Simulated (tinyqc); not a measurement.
Errors against cell size: correction of a charged-defect supercell by a model charge and potential alignment (plane-averaged potentials). Computed by tinyqc, a small Python program. Command: `OMP_NUM_THREADS=1 python tinyqc.py 3112083 3112084 out.jsonl align walk`. One thread of a shared host (Intel(R) Xeon(R) Processor @ 2.30GHz), about 0.01 s of CPU time with the checks.

The "true" defect charge is (1 - x) q in a Gaussian of width sigma plus x q in one of width sigma_t, so the exact answer is known; the correction sees only a single model Gaussian of width sigma_m. A Gaussian of width s has the transform rho(G) = exp(-G^2 s^2/2), normalised to 1. A uniform background cancels q, so G = 0 is left out. Potentials are those felt by a unit positive charge. E_0 is the formation energy of the isolated defect, E_cell its value in the supercell, E_lat = E_iso - E_per of the model charge, C the true less the model potential far from the defect; the exact correction is E_0 - E_cell, and the error of a scheme is E_cell plus its correction less E_0.

Inputs (values chosen for the exercise, with screening close to that of GaAs): defect charge q = 1 e; dielectric constant eps = 12.8; edge of the cubic cell L = 18.5 angstrom; width sigma of the true defect charge = 1.3 angstrom; width sigma_m of the model charge = 1.2 angstrom; share x of the charge in a wide tail = 0.24; width sigma_t of the tail = 2.4 angstrom.

Constants: e^2/(4 pi eps_0) = 14.39964548 eV angstrom.

Method:
- Periodic energy E_per = (2 pi q^2/(eps L^3)) (e^2/(4 pi eps_0)) sum_(G != 0) rho(G)^2/G^2, G = (2 pi/L)(n1, n2, n3), |n_i| <= 16. Isolated energy: two Gaussians of charges q_a, q_b and widths a, b interact by q_a q_b (e^2/(4 pi eps_0 eps)) sqrt(2/pi)/sqrt(a^2 + b^2), and the self-energy is half the sum over pairs.
- Plane-averaged potential at distance z from the defect: V(z) = (4 pi q/(eps L^3)) (e^2/(4 pi eps_0 e)) sum_(m != 0) rho(G_m) cos(G_m z)/G_m^2, G_m = 2 pi m/L, |m| <= 40.
- Schemes: none; point-charge term alpha q^2 e^2/(4 pi eps_0 eps 2 L), alpha = 2.837297; E_lat of the model; E_lat - q C with C at z = L/2.

Error against E_0 (meV):
```
L (angstrom)     none  point charge  model charge  model and alignment
12.9          -114.94        8.7786        4.0371              0.10568
15.7           -96.78        4.8709        2.2407              0.00934
18.5           -83.29        2.9771        1.3696              0.00064
22.2           -70.17        1.7229        0.7926              0.00001
```

What does the comparison show, and why?

Between the last two rows the uncorrected error scales as L^-0.94 and the point-charge remainder as L^-3.00. With alignment the error is +0.1 meV in the smallest cell and 0.00 meV in the largest.

Extremes, crossings and ranges named in words are read from the listed rows.
